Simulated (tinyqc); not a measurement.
Worked calculation: sp3s* tight binding. Values are carried at full precision from step to step, so a last printed digit may differ when a step is redone from the rounded ones.

sp3s* tight binding, nearest neighbours only: anion (a) at 0, cation (c) at a/4 (1,1,1), orbitals s, px, py, pz, s* on each; k in units of 2 pi/a. With phases e_j = exp(i (pi/2) k.n_j) for n = (1,1,1), (1,-1,-1), (-1,1,-1), (-1,-1,1): g0 = (e1+e2+e3+e4)/4, g1 = (e1+e2-e3-e4)/4, g2 = (e1-e2+e3-e4)/4, g3 = (e1-e2-e3+e4)/4. The diagonal holds the levels Esa, Epa, Exa (s*) and Esc, Epc, Exc. Anion-cation block: <sa|sc> = Vss g0; <sa|xc> = Vsapc g1; <xa|sc> = -Vscpa g1; <xa|xc> = Vxx g0; <xa|yc> = <ya|xc> = Vxy g3, <xa|zc> = <za|xc> = Vxy g2, <ya|zc> = <za|yc> = Vxy g1; <s*a|xc> = Vxapc g1; <xa|s*c> = -Vpaxc g1; y and z take g2 and g3 in place of g1; s-s* and s*-s* vanish.

Constants: hbar^2/2m0 = 3.80998211 eV angstrom^2.

Parameters, chosen for this exercise (near a published set for AlAs, fitted to gaps, whose masses and valley positions are rough; shifted at random, so the results belong to these values and not to a real crystal): k = (0.31, 0.31, 0.31) 2 pi/a (wave vector); Esa = -7.562 eV (s level of the anion); Epa = 0.989 eV (p level of the anion); Esc = -1.168 eV (s level of the cation); Epc = 3.6 eV (p level of the cation); Exa = 7.521 eV (s* level of the anion); Exc = 6.748 eV (s* level of the cation); Vss = -6.67 eV (s-s); Vxx = 1.892 eV (px-px); Vxy = 4.303 eV (px-py); Vsapc = 5.144 eV (s anion, p cation); Vscpa = 5.503 eV (s cation, p anion); Vxapc = 4.515 eV (s* anion, p cation); Vpaxc = 4.973 eV (p anion, s* cation); a = 5.664 angstrom (lattice constant).

## Phase sums

Form g0 to g3 at this k.

g0, g1, g2, g3: [0.69026-0.10246i, -0.19351+0.36547i, -0.19351+0.36547i, -0.19351+0.36547i]

## The Hamiltonian without spin-orbit coupling

Fill in the 10 x 10 matrix.

H(k) (eV), rows sa, xa, ya, za, s*a, sc, xc, yc, zc, s*c and columns alike:
```
[[-7.5620, 0, 0, 0, 0, -4.6040+0.6834i, -0.9954+1.8800i, -0.9954+1.8800i, -0.9954+1.8800i, 0],
 [0, 0.9890, 0, 0, 0, 1.0649-2.0112i, 1.3060-0.1938i, -0.8327+1.5726i, -0.8327+1.5726i, 0.9623-1.8175i],
 [0, 0, 0.9890, 0, 0, 1.0649-2.0112i, -0.8327+1.5726i, 1.3060-0.1938i, -0.8327+1.5726i, 0.9623-1.8175i],
 [0, 0, 0, 0.9890, 0, 1.0649-2.0112i, -0.8327+1.5726i, -0.8327+1.5726i, 1.3060-0.1938i, 0.9623-1.8175i],
 [0, 0, 0, 0, 7.5210, 0, -0.8737+1.6501i, -0.8737+1.6501i, -0.8737+1.6501i, 0],
 [-4.6040-0.6834i, 1.0649+2.0112i, 1.0649+2.0112i, 1.0649+2.0112i, 0, -1.1680, 0, 0, 0, 0],
 [-0.9954-1.8800i, 1.3060+0.1938i, -0.8327-1.5726i, -0.8327-1.5726i, -0.8737-1.6501i, 0, 3.6000, 0, 0, 0],
 [-0.9954-1.8800i, -0.8327-1.5726i, 1.3060+0.1938i, -0.8327-1.5726i, -0.8737-1.6501i, 0, 0, 3.6000, 0, 0],
 [-0.9954-1.8800i, -0.8327-1.5726i, -0.8327-1.5726i, 1.3060+0.1938i, -0.8737-1.6501i, 0, 0, 0, 3.6000, 0],
 [0, 0.9623+1.8175i, 0.9623+1.8175i, 0.9623+1.8175i, 0, 0, 0, 0, 0, 6.7480]]
```

## Levels at this k

Diagonalise H, which belongs to k = (0.31, 0.31, 0.31) (2 pi/a). Four bands are filled (two electrons each); give the make-up of band 5, the lowest empty one.

levels (eV): [-10.9366, -4.4519, -0.7712, -0.7712, 2.8692, 3.8779, 5.3602, 5.3602, 8.5884, 10.1810]

weights of band 5: s 0.458, p 0.341, s* 0.201

weight of band 5 on atom a = 0.334

The vertical gap at this k is 3.6404 eV; band 5 is mostly s-like.

## Levels at Gamma

At k = 0 only g0 = 1 is left and H falls into 2 x 2 blocks [[E_a, V], [V, E_c]] with roots (E_a + E_c)/2 -/+ sqrt(((E_a - E_c)/2)^2 + V^2); the s* levels stay uncoupled. The direct gap runs from the highest lower root of the p blocks to the lowest upper root.

Blocks at Gamma (eV):
```
block            E_a      E_c        V  lower root  upper root
s (Gamma1)   -7.5620  -1.1680  -6.6700    -11.7616      3.0316
p (Gamma15)   0.9890   3.6000   1.8920     -0.0042      4.5932
```

direct gap at Gamma = 3.0358 eV

The lowest empty level at Gamma is s-like.

## Bands near the gap

Diagonalise at L = (1/2,1/2,1/2), X = (1,0,0), W = (1,1/2,0), K = (3/4,3/4,0) and at the fractions named between them; energies from the top of the valence band at Gamma; 4 bands are filled.

Levels (eV):
```
k        level 2  level 3  level 4  level 5  level 6
L         -6.054   -1.063   -1.063    2.704    3.473
L-G 0.5   -3.494   -0.581   -0.581    3.046    4.051
G          0.000    0.000    0.000    3.036    4.597
G-X 0.2   -0.963   -0.292   -0.292    3.420    4.080
G-X 0.4   -2.738   -0.933   -0.933    3.134    3.721
G-X 0.6   -4.502   -1.582   -1.582    2.543    3.432
G-X 0.7   -5.271   -1.842   -1.842    2.381    3.210
G-X 0.8   -5.911   -2.036   -2.036    2.313    2.984
G-X 0.9   -6.357   -2.157   -2.157    2.320    2.792
X         -6.522   -2.198   -2.198    2.343    2.706
W         -6.522   -2.198   -2.198    2.343    2.706
K         -6.457   -2.371   -1.861    2.394    2.743
K-G 0.5   -4.158   -1.446   -0.643    3.257    3.342
```

On these points the lowest empty level is lowest at G-X 0.8, 2.313 eV above the top.

## Valleys and masses

The lowest conduction level at Gamma, at its minimum on (x,0,0) for x from 0.5 to 1, and at the point L (L, and X where the search ends there, need not be minima in this model; a zero or negative inverse mass shows it). Inverse masses m0/m = (E(+h) + E(-h) - 2 E)/(2 c q^2) with c = hbar^2/2m0, q = h 2 pi/a, h = 0.002; longitudinal along the valley axis ([100] at Gamma and Delta, [111] at L), transverse along [010] or [1-10]. A dash: the next level lies within 0.15 eV, so a single mass has no use there.

Valleys:
```
valley  x (2 pi/a)  E - Ev (eV)  m0/m_l  m0/m_t
Gamma       0.0000       3.0358    3.44    3.44
Delta       0.8357       2.3088    0.69    0.24
L           0.5000       2.7044    0.11    0.31
```

Of these three the lowest is the Delta line, which makes the gap indirect, 2.3088 eV. At Delta m0/m_t is 0.24. This nearest-neighbour model is fitted to gaps: it places the Delta minimum and the masses at Delta and L only roughly (transverse masses can be several times too heavy), and since its bands are flat from X to W the transverse mass grows too heavy towards X; d orbitals or second neighbours cure this.

## Checks

- Direct gap at Gamma from the blocks against the full matrix: both 3.03580.

Computed by tinyqc, a small Python program: `OMP_NUM_THREADS=1 python tinyqc.py 1451697 1451698 out.jsonl` (the numbers bound the seed that draws the inputs); one thread of a shared host (Intel(R) Xeon(R) Processor @ 2.30GHz), about 0.2 s for the whole set of steps.
